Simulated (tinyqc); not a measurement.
Worked calculation: coherent transport through a tight-binding region between two chains. Computed by tinyqc, a small Python program that keeps every step. Settings: temperature = 4, mu = -0.17. Command: `OMP_NUM_THREADS=1 python tinyqc.py 21257 21258 out.jsonl` (the two numbers bound the seeds that draw the settings). One thread of a shared host (Intel(R) Xeon(R) Processor @ 2.60GHz), about 0.1 s of CPU time with the checks.

## Transmission at E = 0.39 eV

H of the central region (eV), lower triangle:
```
         1        2        3        4       5
1   0.0000
2  -1.1900   0.0000
3   0.0000  -1.1900   0.0000
4   0.0000   0.0000  -1.1900   0.0000
5   0.0000   0.0000   0.0000  -1.8300  0.0000
```

Leads: semi-infinite chains with site energy 0:
```
parameter                           value
lead hopping t (eV)              2.190000
coupling to the left lead (eV)   1.360000
coupling to the right lead (eV)  1.360000
left contact site                       1
right contact site                      5
```

E = 0.3900 eV

Surface Green function g = (E - i sqrt(4 t^2 - E^2)) / (2 t^2); self-energy tc^2 g on each contact site; G = (E - H - Sigma)^(-1); Gamma = -2 Im Sigma; T = Gamma_L Gamma_R |G_LR|^2; local density of states -Im G_ii / pi.

g = 0.0407-0.4548i 1/eV

G (1/eV), lower triangle:
```
                 1                2                3                4
1   0.3320-0.5427i
2   0.3689-0.0912i  -0.1620-0.2366i
3  -0.4529+0.5726i   0.5246+0.1687i   0.2810-0.6278i
4  -0.2204-0.0965i  -0.0099+0.1814i   0.2237+0.0370i  -0.0634-0.1935i
5   0.3415-0.3518i  -0.3390-0.1484i  -0.2304+0.4004i   0.4145+0.0171i

                5
5  0.0615-0.2640i
```

local density of states (1/eV): 0.1727  0.0753  0.1998  0.0616  0.0840

transmission = 0.6804

## Transmission across the band

The same steps on a grid of energies.

T(E):
```
E (eV)            T
-4.161000  1.31e-05
-3.744900  1.41e-04
-3.328800    0.0012
-2.912700    0.0135
-2.496600    0.2369
-2.080500    0.4456
-1.664400    0.8161
-1.248300    0.7879
-0.832200    0.5757
-0.416100    0.6671
0.000000     0.8355
0.416100     0.6671
0.832200     0.5757
1.248300     0.7879
1.664400     0.8161
2.080500     0.4456
2.496600     0.2369
2.912700     0.0135
3.328800     0.0012
3.744900   1.41e-04
4.161000   1.31e-05
```

levels of the isolated region (eV): -2.3480  -1.4437  0.0000  1.4437  2.3480

## Current

I = (2e/h) int T(E) [f(E - mu - V/2) - f(E - mu + V/2)] dE at 4 K with mu = -0.17 eV, the bias not changing H; 2e^2/h = 77.48092 microsiemens; the integral runs over the band on 4001 points.

Current:
```
V (volt)  I (microampere)
0.0100             0.6042
0.0500             3.0739
0.1000             6.1659
0.2000            12.2874
0.4000            24.2889
0.8000            46.7950
```
